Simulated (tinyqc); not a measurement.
Potential-pH (Pourbaix) lines of a metal, its cation, its oxide and an oxyanion, with a complexing ligand: one step, computed by the program tinyqc.

Potentials are against the standard hydrogen electrode; solids and water have unit activity; dG_f of M, H+ and the electron is zero; F = e N_A and s = R T ln(10)/F. The cation carries z = 2.

Task: Standard potentials. M2+ + 2e = M; MO + 2H+ + 2e = M + H2O; MO2(2-) + 4H+ + 2e = M + 2H2O. For each, E0 = -dG/(z F), and E = E0 + (s/z) log10 a - (s n_H/z) pH, with no activity term for the oxide.

Inputs (values chosen for the exercise, modelled on iron): dG_f of the cation = -78.18 kJ/mol; dG_f of the oxide = -252.42 kJ/mol; dG_f of the oxyanion = -312.09 kJ/mol; dG_f of water = -237.14 kJ/mol; temperature T = 298.15 K.

Species: M, M2+, MO, MO2(2-).

Constants: R = 8.314462618 J/(mol K); e = 1.602176634e-19 C; N_A = 6.02214076e+23 1/mol.

Give: s; E0.

Result:

s = 0.059159 V

E0 (V): cation -0.40514, oxide -0.07918, oxyanion 0.84049

The metal is less noble than hydrogen.
